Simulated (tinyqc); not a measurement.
Stretching all distances: RHF, UHF, MP2, CISD and CCSD against full CI in the sto-6g basis, for BeH2, spin multiplicity 1. Computed by the program tinyqc with PySCF. 

Geometry (angstrom):
```
atom       x        y       z
Be    0.0000   0.0000  0.0000
H     0.0000   1.2430  0.0000
H     0.0000  -1.2430  0.0000
```

All coordinates are multiplied by the scale. c0^2 is the weight of the RHF determinant in the lowest singlet FCI state (UHF is spin-contaminated and may lie near states of higher spin) and n(LUMO) the first natural occupation beyond the occupied space.

Full CI energy (hartree) and errors against it (kcal/mol):
```
scale   distance 1-2 (angstrom)      E(FCI)       RHF      UHF      MP2     CISD    CCSD  <S^2> UHF    c0^2  n(LUMO)
0.9800                   1.2181  -15.752846   19.3658  19.3658   6.1774   0.3616  0.1982     0.0000  0.9774   0.0217
1.2000                   1.4916  -15.740825   27.3537  27.3537   9.8998   0.7572  0.3549     0.0000  0.9605   0.0436
1.4300                   1.7775  -15.670292   41.4239  41.4239  16.9605   1.9708  0.8344     0.0000  0.9211   0.0955
1.6600                   2.0634  -15.592199   63.3404  49.7170  28.6911   5.2024  2.1756     0.7829  0.8398   0.2094
1.8800                   2.3368  -15.534560   94.0889  37.5547  46.0683  11.6225  4.6121     1.1995  0.6868   0.4362
2.1000                   2.6103  -15.505804  135.5753  29.5831  69.5761  17.8586  4.3358     1.3060  0.4574   0.7537
```

UHF parts from RHF first at scale 1.66 of those listed, where <S^2> leaves zero. The weight c0^2 goes from 0.98 to 0.46 and n(LUMO) from 0.02 to 0.75: static correlation grows as the bonds break into open-shell fragments. The spread of the error along the curve, which distorts its shape, is CCSD 4.4, CISD 17.5, UHF 30.4, MP2 63.4, RHF 116.2 kcal/mol. The table stops here: at scale 2.33 and beyond, the reference weight falls under 0.45 or RHF, UHF or CCSD hop between solutions, so those rows were left out and the spreads given cover only the rows shown. As computed, partly on other solutions, the errors there reach in size RHF 181, UHF 29, MP2 86, CISD 19, CCSD 2 kcal/mol.
